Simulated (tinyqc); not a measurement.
Inside a calculation. Method: coherent transport through a tight-binding region between two chains. Computed by tinyqc, a small Python program that keeps every step. Settings: temperature = 300, mu = -0.06. Command: `OMP_NUM_THREADS=1 python tinyqc.py 25198 25199 out.jsonl` (the two numbers bound the seeds that draw the settings). One thread of a shared host (Intel(R) Xeon(R) Processor @ 2.60GHz), about 0.1 s of CPU time with the checks.

## Transmission at E = -0.54 eV

H of the central region (eV):
```
           1          2
1   0.640000  -2.140000
2  -2.140000  -0.520000
```

Leads: semi-infinite chains with site energy 0:

| parameter | value |
|---|---|
| lead hopping t (eV) | 2.170000 |
| coupling to the left lead (eV) | 1.140000 |
| coupling to the right lead (eV) | 1.150000 |
| left contact site | 1 |
| right contact site | 2 |

E = -0.540000 eV

Surface Green function g = (E - i sqrt(4 t^2 - E^2)) / (2 t^2); self-energy tc^2 g on each contact site; G = (E - H - Sigma)^(-1); Gamma = -2 Im Sigma; T = Gamma_L Gamma_R |G_LR|^2; local density of states -Im G_ii / pi.

g = -0.057338-0.457248i 1/eV

G (1/eV):
```
                     1                   2
1  -0.026106-0.117609i  0.421146-0.053505i
2   0.421146-0.053505i  0.202698-0.144585i
```

local density of states (1/eV): 0.037436  0.046023

transmission = 0.259053

## Transmission across the band

The same steps on a grid of energies.

T(E):

| E (eV) | T |
|---|---|
| -4.12300000 | 0.009737 |
| -3.71070000 | 0.051096 |
| -3.29840000 | 0.173309 |
| -2.88610000 | 0.524112 |
| -2.47380000 | 0.923881 |
| -2.06150000 | 0.719349 |
| -1.64920000 | 0.476576 |
| -1.23690000 | 0.348691 |
| -0.82460000 | 0.283740 |
| -0.41230000 | 0.251664 |
| 0.00000000 | 0.240015 |
| 0.41230000 | 0.244862 |
| 0.82460000 | 0.267936 |
| 1.23690000 | 0.317970 |
| 1.64920000 | 0.417592 |
| 2.06150000 | 0.616786 |
| 2.47380000 | 0.908415 |
| 2.88610000 | 0.697458 |
| 3.29840000 | 0.239044 |
| 3.71070000 | 0.066562 |
| 4.12300000 | 0.012080 |

levels of the isolated region (eV): -2.157205  2.277205

## Current

I = (2e/h) int T(E) [f(E - mu - V/2) - f(E - mu + V/2)] dE at 300 K with mu = -0.06 eV, the bias not changing H; 2e^2/h = 77.48092 microsiemens; the integral runs over the band on 4001 points.

Current:

| V (volt) | I (microampere) |
|---|---|
| 0.010000 | 0.186545 |
| 0.050000 | 0.932762 |
| 0.100000 | 1.865756 |
| 0.200000 | 3.733371 |
| 0.400000 | 7.481662 |
| 0.800000 | 15.084386 |
